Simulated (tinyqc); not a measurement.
Worked calculation: Born-Mayer model of an ionic crystal AB. Computed by tinyqc, a small Python program that keeps every step. Command: `OMP_NUM_THREADS=1 python tinyqc.py 3006398 3006399 out.jsonl bornmayer walk`. One thread of a shared host (Intel(R) Xeon(R) Processor @ 2.30GHz), about 0.01 s of CPU time with the checks. Intermediate numbers are printed to about 6 digits and carried at full precision; extremes and crossings named in words are read from the listed rows.

Energies are per ion pair and r is the nearest distance of unlike ions.

Inputs (values chosen for the exercise, for a model salt): ionic charge z = 2; unlike repulsion lambda = 1070 eV; range rho = 0.331 angstrom; like repulsion lambda2 = 141 eV; dispersion C between like ions = 55 eV angstrom^6; pressure P = 5 GPa.

Structure: caesium chloride. Short range: with like-ion terms.

Constants: e^2/(4 pi eps_0) = 14.39964548 eV angstrom; 1 eV/angstrom^3 = 160.2176634 GPa.

## Equilibrium distance at zero pressure

Madelung constant M, unlike neighbours z1, like neighbours z2 at f r, volume per pair: rock salt 1.747565, 6, 12, sqrt2, 2 r^3; caesium chloride 1.762675, 8, 6, 2/sqrt3, 8 r^3/(3 sqrt3); zinc blende 1.638055, 4, 12, sqrt(8/3), 16 r^3/(3 sqrt3). U(r) = -M z^2 e^2/(4 pi eps_0 r) + z1 lambda exp(-r/rho) + z2 [lambda2 exp(-f r/rho) - C/(f r)^6] (one mean like-ion term for both sublattices). Newton steps on g(r) = U'(r), from r = 9 rho: r(new) = r - U'(r)/U''(r), with the move limited to 0.3 angstrom. Where U'' is negative, move 0.3 angstrom downhill. Stop when |U'| is below 1e-9.

Newton steps:
```
step  r (angstrom)  U' (eV/angstrom)  U'' (eV/angstrom^2)
1          2.97900       8.55963e+00               1.3343
2          2.67900       6.83203e+00              12.0011
3          2.37900      -4.12377e-01              40.8564
4          2.38909      -7.52204e-03              39.3737
5          2.38928      -2.63811e-06              39.3461
6          2.38928      -3.21299e-13              39.3461
```

equilibrium distance r0 = 2.38928 angstrom

## Terms of the lattice energy

The formulas are those given above.

terms (eV): Coulomb -42.4929, unlike repulsion 6.2744, like repulsion 0.2030, dispersion -0.7483

lattice energy U = -36.7638 eV per pair

The short-range terms together cancel 13.5 % of the Coulomb energy.

## Bulk modulus

B = U''(r0)/(9 c r0), with the volume written as c r^3.

U''(r0) = 39.3461 eV/angstrom^2

bulk modulus B = 190.411 GPa

## Under pressure

With the volume written as c r^3, under pressure take the root at the minimum of the enthalpy and solve U'(r) + 3 c r^2 P = 0; H = U + P V; B = (U'' - 2 U'/r)/(9 c r).

distance at P = 2.36945 angstrom

volume at P = 20.4811 angstrom^3

enthalpy at P = -36.1167 eV per pair

bulk modulus at P = 209.765 GPa

The volume shrinks by 2.47 %, against P/B = 2.63 % in linear elasticity: the crystal stiffens.

## Three structures under pressure

The formulas are those given above.

Enthalpy (eV per pair):
```
P (GPa)  rock salt  caesium chloride  zinc blende
0         -38.0952          -36.7638     -37.7646
2         -37.8076          -36.5030     -37.4068
5         -37.3823          -36.1167     -36.8802
10        -36.6884          -35.4849     -36.0273
20        -35.3494          -34.2610     -34.3990
40        -32.8278          -31.9429     -31.3803
70        -29.3358          -28.7104     -27.2723
100       -26.0989          -25.6964     -23.5184
```

volumes at zero pressure (angstrom^3): rock salt 23.1742, caesium chloride 20.9996, zinc blende 28.9024

At zero pressure the order is rock salt < zinc blende < caesium chloride. Rock salt stays lowest up to 100 GPa. The Madelung constants, the number of repulsive contacts and the volumes (23.2, 21.0, 28.9 angstrom^3 at P = 0) all matter. Caution: rigid ions with fixed charges leave out polarisation and covalency, so such models often misplace transition pressures.

Checks made by the program: Madelung constant against an Ewald sum (relative difference 1e-07); Newton against bracketing (relative difference below 1e-10).
